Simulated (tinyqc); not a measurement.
Worked calculation: coupled-perturbed Hartree-Fock on RHF in the 3-21g basis, for H3+, spin multiplicity 1. Computed by tinyqc, a small Python program that keeps every step (integrals from PySCF). Settings: charge = 1, multiplicity = 1, basis = 3-21g, method = RHF, energy threshold = 1e-10, iteration cap = 66, orthogonalisation = symmetric, start = atomic densities, DIIS depth = 6. Command: `OMP_NUM_THREADS=1 python tinyqc.py 22900 22901 out.jsonl` (the two numbers bound the seeds that draw the settings). One thread of a shared host (Intel(R) Xeon(R) Processor @ 2.60GHz), about 0.1 s of CPU time with the checks. The early iterations of the SCF are left out here.

## One-electron integrals

Geometry (angstrom):
```
atom,x,y,z
H,0.000000,0.000000,0.000000
H,0.000000,0.000000,1.174000
H,0.000000,1.016000,0.587000
```

Basis 3-21g: exponents (1/bohr^2) and contraction coefficients of normalised primitives:
```
element,l (shell),exponent,coefficient
H,s (1),5.447178,0.156285
H,s (1),0.824547,0.904691
H,s (2),0.183192,1.000000
```

Overlap, kinetic and nuclear-attraction integrals over the contracted functions; the nuclear repulsion is the sum of Za Zb / Rab.

nuclear repulsion = 1.35271650 hartree

overlap S, lower triangle:
```
,1H 1s,1H 2s,2H 1s,2H 2s,3H 1s,3H 2s
1H 1s,1.000000
1H 2s,0.645899,1.000000
2H 1s,0.112211,0.306873,1.000000
2H 2s,0.306873,0.637101,0.645899,1.000000
3H 1s,0.112458,0.307114,0.112458,0.307114,1.000000
3H 2s,0.307114,0.637403,0.307114,0.637403,0.645899,1.000000
```

kinetic energy T (hartree), lower triangle:
```
,1H 1s,1H 2s,2H 1s,2H 2s,3H 1s,3H 2s
1H 1s,1.549405
1H 2s,0.293152,0.274788
2H 1s,-0.060366,0.070040,1.549405
2H 2s,0.070040,0.122451,0.293152,0.274788
3H 1s,-0.060301,0.070168,-0.060301,0.070168,1.549405
3H 2s,0.070168,0.122564,0.070168,0.122564,0.293152,0.274788
```

nuclear attraction V (hartree), lower triangle:
```
,1H 1s,1H 2s,2H 1s,2H 2s,3H 1s,3H 2s
1H 1s,-2.622608
1H 2s,-1.364184,-1.532782
2H 1s,-0.257152,-0.666633,-2.622608
2H 2s,-0.666633,-1.054002,-1.364184,-1.532782
3H 1s,-0.257776,-0.667229,-0.257776,-0.667229,-2.622845
3H 2s,-0.667171,-1.054510,-0.667171,-1.054510,-1.364335,-1.532946
```

core Hamiltonian H = T + V (hartree), lower triangle:
```
,1H 1s,1H 2s,2H 1s,2H 2s,3H 1s,3H 2s
1H 1s,-1.073203
1H 2s,-1.071032,-1.257994
2H 1s,-0.317518,-0.596593,-1.073203
2H 2s,-0.596593,-0.931551,-1.071032,-1.257994
3H 1s,-0.318077,-0.597061,-0.318077,-0.597061,-1.073441
3H 2s,-0.597004,-0.931946,-0.597004,-0.931946,-1.071183,-1.258158
```

## Two-electron integrals

Functions are numbered as in S; the eight-fold symmetry (ij|kl) = (ji|kl) = (kl|ij) leaves the list below.

Two-electron integrals (ij|kl) in chemists' order, unique and non-zero (hartree):
```
i,j,k,l,(ij|kl)
1,1,1,1,1.140145
2,1,1,1,0.611403
2,1,2,1,0.345152
2,2,1,1,0.626370
2,2,2,1,0.380329
2,2,2,2,0.482957
3,1,1,1,0.087815
3,1,2,1,0.051995
3,1,2,2,0.061715
3,1,3,1,0.012878
3,2,1,1,0.161805
3,2,2,1,0.101550
3,2,2,2,0.137806
3,2,3,1,0.027972
3,2,3,2,0.077340
3,3,1,1,0.449381
3,3,2,1,0.288006
3,3,2,2,0.413809
3,3,3,1,0.087815
3,3,3,2,0.279921
3,3,3,3,1.140145
4,1,1,1,0.279921
4,1,2,1,0.159351
4,1,2,2,0.178083
4,1,3,1,0.027972
4,1,3,2,0.055947
4,1,3,3,0.161805
4,1,4,1,0.077340
4,2,1,1,0.353792
4,2,2,1,0.217712
4,2,2,2,0.286056
4,2,3,1,0.044162
4,2,3,2,0.109701
4,2,3,3,0.353792
4,2,4,1,0.109701
4,2,4,2,0.196031
4,3,1,1,0.288006
4,3,2,1,0.183585
4,3,2,2,0.261462
4,3,3,1,0.051995
4,3,3,2,0.159351
4,3,3,3,0.611403
4,3,4,1,0.101550
4,3,4,2,0.217712
4,3,4,3,0.345152
4,4,1,1,0.413809
4,4,2,1,0.261462
4,4,2,2,0.369922
4,4,3,1,0.061715
4,4,3,2,0.178083
4,4,3,3,0.626370
4,4,4,1,0.137806
4,4,4,2,0.286056
4,4,4,3,0.380329
4,4,4,4,0.482957
5,1,1,1,0.088035
5,1,2,1,0.052121
5,1,2,2,0.061859
5,1,3,1,0.009608
5,1,3,2,0.019999
5,1,3,3,0.057703
5,1,4,1,0.025915
5,1,4,2,0.039373
5,1,4,3,0.036586
5,1,4,4,0.050482
5,1,5,1,0.012935
5,2,1,1,0.162001
5,2,2,1,0.101669
5,2,2,2,0.137948
5,2,3,1,0.019977
5,2,3,2,0.048230
5,2,3,3,0.146905
5,2,4,1,0.051360
5,2,4,2,0.093155
5,2,4,3,0.093113
5,2,4,4,0.130077
5,2,5,1,0.028059
5,2,5,2,0.077462
5,3,1,1,0.057703
5,3,2,1,0.036586
5,3,2,2,0.050482
5,3,3,1,0.009608
5,3,3,2,0.025915
5,3,3,3,0.088035
5,3,4,1,0.019999
5,3,4,2,0.039373
5,3,4,3,0.052121
5,3,4,4,0.061859
5,3,5,1,0.009626
5,3,5,2,0.025932
5,3,5,3,0.012935
5,4,1,1,0.146905
5,4,2,1,0.093113
5,4,2,2,0.130077
5,4,3,1,0.019977
5,4,3,2,0.051360
5,4,3,3,0.162001
5,4,4,1,0.048230
5,4,4,2,0.093155
5,4,4,3,0.101669
5,4,4,4,0.137948
5,4,5,1,0.025932
5,4,5,2,0.075558
5,4,5,3,0.028059
5,4,5,4,0.077462
5,5,1,1,0.449611
5,5,2,1,0.288146
5,5,2,2,0.413954
5,5,3,1,0.057604
5,5,3,2,0.146816
5,5,3,3,0.449611
5,5,4,1,0.146816
5,5,4,2,0.287992
5,5,4,3,0.288146
5,5,4,4,0.413954
5,5,5,1,0.088035
5,5,5,2,0.280151
5,5,5,3,0.088035
5,5,5,4,0.280151
5,5,5,5,1.140145
6,1,1,1,0.280151
6,1,2,1,0.159480
6,1,2,2,0.178225
6,1,3,1,0.025873
6,1,3,2,0.051340
6,1,3,3,0.146853
6,1,4,1,0.075500
6,1,4,2,0.105841
6,1,4,3,0.093083
6,1,4,4,0.130048
6,1,5,1,0.028059
6,1,5,2,0.056051
6,1,5,3,0.020013
6,1,5,4,0.051393
6,1,5,5,0.162001
6,1,6,1,0.077462
6,2,1,1,0.354002
6,2,2,1,0.217839
6,2,2,2,0.286213
6,2,3,1,0.039305
6,2,3,2,0.093111
6,2,3,3,0.288044
6,2,4,1,0.105819
6,2,4,2,0.182346
6,2,4,3,0.180752
6,2,4,4,0.250543
6,2,5,1,0.044280
6,2,5,2,0.109844
6,2,5,3,0.039387
6,2,5,4,0.105895
6,2,5,5,0.354002
6,2,6,1,0.109844
6,2,6,2,0.196217
6,3,1,1,0.146853
6,3,2,1,0.093083
6,3,2,2,0.130048
6,3,3,1,0.025873
6,3,3,2,0.075500
6,3,3,3,0.280151
6,3,4,1,0.051340
6,3,4,2,0.105841
6,3,4,3,0.159480
6,3,4,4,0.178225
6,3,5,1,0.020013
6,3,5,2,0.051393
6,3,5,3,0.028059
6,3,5,4,0.056051
6,3,5,5,0.162001
6,3,6,1,0.048250
6,3,6,2,0.093179
6,3,6,3,0.077462
6,4,1,1,0.288044
6,4,2,1,0.180752
6,4,2,2,0.250543
6,4,3,1,0.039305
6,4,3,2,0.105819
6,4,3,3,0.354002
6,4,4,1,0.093111
6,4,4,2,0.182346
6,4,4,3,0.217839
6,4,4,4,0.286213
6,4,5,1,0.039387
6,4,5,2,0.105895
6,4,5,3,0.044280
6,4,5,4,0.109844
6,4,5,5,0.354002
6,4,6,1,0.093179
6,4,6,2,0.182419
6,4,6,3,0.109844
6,4,6,4,0.196217
6,5,1,1,0.288146
6,5,2,1,0.183669
6,5,2,2,0.261548
6,5,3,1,0.036522
6,5,3,2,0.093055
6,5,3,3,0.288146
6,5,4,1,0.093055
6,5,4,2,0.180715
6,5,4,3,0.183669
6,5,4,4,0.261548
6,5,5,1,0.052121
6,5,5,2,0.159480
6,5,5,3,0.052121
6,5,5,4,0.159480
6,5,5,5,0.611403
6,5,6,1,0.101669
6,5,6,2,0.217839
6,5,6,3,0.101669
6,5,6,4,0.217839
6,5,6,5,0.345152
6,6,1,1,0.413954
6,6,2,1,0.261548
6,6,2,2,0.370014
6,6,3,1,0.050386
6,6,3,2,0.129989
6,6,3,3,0.413954
6,6,4,1,0.129989
6,6,4,2,0.250473
6,6,4,3,0.261548
6,6,4,4,0.370014
6,6,5,1,0.061859
6,6,5,2,0.178225
6,6,5,3,0.061859
6,6,5,4,0.178225
6,6,5,5,0.626370
6,6,6,1,0.137948
6,6,6,2,0.286213
6,6,6,3,0.137948
6,6,6,4,0.286213
6,6,6,5,0.380329
6,6,6,6,0.482957
```

## Orthogonalisation

S = U s U^T; symmetric (Loewdin) form X = U s^(-1/2) U^T, so that X^T S X = 1.

eigenvalues of S: 0.196471  0.196607  0.384737  1.053484  1.054082  3.114618

X, lower triangle:
```
,1H 1s,1H 2s,2H 1s,2H 2s,3H 1s,3H 2s
1H 1s,1.245183
1H 2s,-0.498572,1.634168
2H 1s,0.022694,0.008013,1.245183
2H 2s,0.008013,-0.372632,-0.498572,1.634168
3H 1s,0.022614,0.008013,0.022614,0.008013,1.245184
3H 2s,0.007976,-0.373141,0.007976,-0.373141,-0.498597,1.634571
```

## Iteration 5 (converged): orbitals

converged F (hartree), lower triangle:
```
,1H 1s,1H 2s,2H 1s,2H 2s,3H 1s,3H 2s
1H 1s,-0.199635
1H 2s,-0.658543,-0.696171
2H 1s,-0.347137,-0.485382,-0.199635
2H 2s,-0.485382,-0.630641,-0.658543,-0.696171
3H 1s,-0.347522,-0.485676,-0.347522,-0.485676,-0.199762
3H 2s,-0.485617,-0.630835,-0.485617,-0.630835,-0.658708,-0.696344
```

Diagonalise F' = X^T F X, C = X C', fill 1 alpha and 1 beta electrons from the bottom; D = 2 C_occ C_occ^T. Each column has its largest component positive (the first on a tie).

F' = X^T F X (hartree), lower triangle:
```
,1,2,3,4,5,6
1,0.306994
2,-0.613126,-0.034635
3,-0.111105,-0.119143,0.306994
4,-0.119143,-0.160660,-0.613126,-0.034635
5,-0.111440,-0.119190,-0.111440,-0.119190,0.306971
6,-0.119201,-0.160716,-0.119201,-0.160716,-0.613178,-0.034593
```

orbital energies (hartree): MO1 -1.015347, MO2 -0.243055, MO3 -0.242801, MO4 0.743662, MO5 0.787179, MO6 0.787460

coefficients C:
```
,MO1,MO2,MO3,MO4,MO5,MO6
1H 1s,0.235813,0.230436,-0.132980,0.758958,-0.906892,0.524734
1H 2s,0.234935,0.922367,-0.533056,-0.533325,1.136300,-0.656948
2H 1s,0.235813,-0.230436,-0.132980,0.758958,0.906892,0.524734
2H 2s,0.234935,-0.922367,-0.533056,-0.533325,-1.136300,-0.656948
3H 1s,0.235923,0.000000,0.265977,0.761097,0.000000,-1.046212
3H 2s,0.234995,0.000000,1.065786,-0.536272,0.000000,1.311605
```

D after iteration 5, lower triangle:
```
,1H 1s,1H 2s,2H 1s,2H 2s,3H 1s,3H 2s
1H 1s,0.111215
1H 2s,0.110801,0.110389
2H 1s,0.111215,0.110801,0.111215
2H 2s,0.110801,0.110389,0.110801,0.110389
3H 1s,0.111267,0.110853,0.111267,0.110853,0.111319
3H 2s,0.110829,0.110417,0.110829,0.110417,0.110881,0.110445
```

## Convergence

Stop when the energy changes by less than 1e-10 hartree and every element of the error matrix X^T (F D S - S D F) X is below 3e-06.

Course of the cycle:
```
iteration,E (hartree),change,largest element of the error matrix
1,-0.69123137,-,7.04e-02
2,-1.21706513,-5.26e-01,1.60e-02
3,-1.21784517,-7.80e-04,9.47e-05
4,-1.21784519,-2.64e-08,4.29e-07
5,-1.21784519,-3.32e-13,1.02e-08
```

PySCF RHF in the same basis = -1.21784519 hartree

Converged in 5 iterations.

## Integrals over molecular orbitals

(pq|rs) = sum C_ip C_jq C_kr C_ls (ij|kl), one index at a time.

one-electron integrals over orbitals h = C^T H C (hartree), lower triangle:
```
,1,2,3,4,5,6
1,-1.555214
2,0.000000,-1.039065
3,-0.000068,0.000000,-1.038831
4,-0.099488,0.000000,-0.000254,-0.116676
5,0.000000,0.176834,0.000000,0.000000,-0.130383
6,-0.000083,0.000000,0.176875,0.000139,0.000000,-0.130336
```

Two-electron integrals over orbitals (pq|rs), unique and non-zero (hartree):
```
p,q,r,s,(pq|rs)
1,1,1,1,0.539867
2,1,2,1,0.109463
2,2,1,1,0.452737
2,2,2,2,0.453300
3,1,1,1,0.000068
3,1,2,2,-0.058526
3,1,3,1,0.109431
3,2,2,1,-0.058567
3,2,3,2,0.043775
3,3,1,1,0.452731
3,3,2,2,0.365796
3,3,3,1,0.058528
3,3,3,3,0.453211
4,1,1,1,0.099488
4,1,2,2,0.065528
4,1,3,1,0.000102
4,1,3,3,0.065597
4,1,4,1,0.060862
4,2,2,1,0.020383
4,2,3,2,-0.012952
4,2,4,2,0.035921
4,3,1,1,0.000178
4,3,2,2,-0.012870
4,3,3,1,0.020424
4,3,3,3,0.013069
4,3,4,1,0.000151
4,3,4,3,0.036034
4,4,1,1,0.460600
4,4,2,2,0.403344
4,4,3,1,0.000321
4,4,3,3,0.403640
4,4,4,1,0.076221
4,4,4,3,0.000203
4,4,4,4,0.421190
5,1,2,1,-0.061970
5,1,3,2,0.036577
5,1,4,2,-0.043512
5,1,5,1,0.069774
5,2,1,1,-0.119402
5,2,2,2,-0.096923
5,2,3,1,0.038965
5,2,3,3,-0.061194
5,2,4,1,-0.061646
5,2,4,3,0.024141
5,2,4,4,-0.091985
5,2,5,2,0.095712
5,3,2,1,0.038973
5,3,3,2,-0.017847
5,3,4,2,0.024180
5,3,5,1,-0.039333
5,3,5,3,0.027741
5,4,2,1,-0.107693
5,4,3,2,0.060071
5,4,4,2,-0.031006
5,4,5,1,0.074660
5,4,5,3,-0.045980
5,4,5,4,0.124488
5,5,1,1,0.493668
5,5,2,2,0.475141
5,5,3,1,-0.076334
5,5,3,3,0.380631
5,5,4,1,0.102296
5,5,4,3,-0.031313
5,5,4,4,0.443909
5,5,5,2,-0.149537
5,5,5,5,0.553702
6,1,1,1,0.000083
6,1,2,2,0.036673
6,1,3,1,-0.061986
6,1,3,3,-0.036495
6,1,4,1,-0.000034
6,1,4,3,-0.043600
6,1,4,4,-0.000113
6,1,5,2,-0.039427
6,1,5,5,0.062706
6,1,6,1,0.069823
6,2,2,1,0.039052
6,2,3,2,-0.017897
6,2,4,2,0.024238
6,2,5,1,-0.039423
6,2,5,3,0.025966
6,2,5,4,-0.046076
6,2,6,2,0.027842
6,3,1,1,-0.119431
6,3,2,2,-0.061232
6,3,3,1,-0.038956
6,3,3,3,-0.096854
6,3,4,1,-0.061760
6,3,4,3,-0.024273
6,3,4,4,-0.092226
6,3,5,2,0.042081
6,3,5,5,-0.080832
6,3,6,1,0.039215
6,3,6,3,0.095628
6,4,1,1,-0.000086
6,4,2,2,0.060149
6,4,3,1,-0.107868
6,4,3,3,-0.060174
6,4,4,1,-0.000139
6,4,4,3,-0.031162
6,4,4,4,-0.000372
6,4,5,2,-0.046060
6,4,5,5,0.089898
6,4,6,1,0.074863
6,4,6,3,0.046059
6,4,6,4,0.124953
6,5,2,1,-0.076558
6,5,3,2,0.047359
6,5,4,2,-0.031472
6,5,5,1,0.062692
6,5,5,3,-0.034444
6,5,5,4,0.089970
6,5,6,2,-0.034527
6,5,6,5,0.071343
6,6,1,1,0.493809
6,6,2,2,0.380870
6,6,3,1,0.076100
6,6,3,3,0.474964
6,6,4,1,0.102516
6,6,4,3,0.031543
6,6,4,4,0.444463
6,6,5,2,-0.080948
6,6,5,5,0.411953
6,6,6,1,-0.062273
6,6,6,3,-0.149403
6,6,6,4,-0.089660
6,6,6,6,0.553382
```

## Response to a field: uncoupled start

dipole integrals <a|y|i> (bohr):
```
,i1
a2,0.000000
a3,1.134444
a4,-0.000194
a5,0.000000
a6,0.057780
```

Field along y; U_ai = -mu_ai / (e_a - e_i), alpha = -4 sum U_ai mu_ai.

uncoupled U:
```
,i1
a2,0.000000
a3,-1.468448
a4,0.000110
a5,0.000000
a6,-0.032050
```

uncoupled polarisability = 6.670894 bohr^3

## Coupled step 1

U_ai = -(mu_ai + sum_bj [4 (ai|bj) - (ab|ij) - (aj|bi)] U_bj) / (e_a - e_i); alpha = -4 sum U_ai mu_ai.

U after step 1:
```
,i1
a2,0.000000
a3,-1.707736
a4,0.000235
a5,0.000000
a6,-0.091295
```

polarisability = 7.770420 bohr^3

## Coupled step 2

As before.

U after step 2:
```
,i1
a2,0.000000
a3,-1.751380
a4,0.000272
a5,0.000000
a6,-0.109469
```

polarisability = 7.972671 bohr^3

## Coupled polarisability

Repeat until U stops changing; compare with -d2E/dF2.

Course of the coupled iterations:
```
step,alpha (bohr^3)
0,6.670894
1,7.770420
2,7.972671
3,8.012708
4,8.020976
5,8.022722
6,8.023095
7,8.023175
8,8.023193
9,8.023196
10,8.023197
11,8.023197
12,8.023197
```

coupled polarisability = 8.023197 bohr^3

finite-field check, fields of +/-0.001 au = 8.023184 bohr^3
